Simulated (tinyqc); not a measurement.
Levels against field: parabolic quantum dot in a magnetic field (Fock-Darwin).

Two dimensions, V = m w0^2 r^2/2, one valley. hbar wc = 2 muB B/m, W = sqrt(w0^2 + wc^2/4), E(n, l, s) = (2n + |l| + 1) hbar W - l hbar wc/2 + s gs muB B, n = 0, 1, ..., l = 0, +/-1, ..., s = +/-1/2; length lam = sqrt(2c/(m hbar W)), c = hbar^2/2m0.

Constants: muB = 5.788381798e-05 eV/T; hbar^2/2m0 = 3.80998211 eV angstrom^2.

Inputs chosen for the exercise (near those of a gate-defined dot in GaAs; not measured data):
```
symbol  value                               unit  meaning
m       0.0657                              m0    mass
gs      -0.45                                     g factor
w0      2.1                                 meV   confinement energy hbar w0
Bs      (0, 0.3, 0.6, 0.95, 1.4, 2.1, 3.1)  T     fields
```

Six orbital levels without the Zeeman term.

Levels (meV):
```
B (T)  (0,0)  (0,1)  (0,-1)  (0,2)   (1,0)  (0,3)
0      2.100  4.200   4.200  6.300   6.300  8.400
0.60   2.166  3.802   4.860  5.439   6.497  7.076
0.95   2.261  3.684   5.358  5.108   6.782  6.532
1.4    2.435  3.637   6.104  4.839   7.306  6.041
2.1    2.799  3.747   7.448  4.696   8.396  5.645
3.1    3.445  4.159   9.622  4.873  10.336  5.587
```

Give the missing row, B (T) = 0.30.

Computed row:
```
B (T)  (0,0)  (0,1)  (0,-1)  (0,2)  (1,0)  (0,3)
0.30   2.117  3.969   4.497  5.821  6.350  7.673
```

(0,2) crosses (0,-1) where W = 3 wc/2, that is wc = w0/sqrt(2), B = 0.84 T, and (0,3) crosses it at W = wc, B = 1.38 T. States with n = 0 and l >= 0 draw together into the lowest Landau level: their spacing W - wc/2 shrinks from 2.10 to 0.71 meV, while (0,-1) climbs to 6.18 meV above (0,0).

tinyqc: `OMP_NUM_THREADS=1 python tinyqc.py 1252212 1252213 out.jsonl`; about 0.05 s, one thread, shared Intel(R) Xeon(R) Processor @ 2.30GHz.
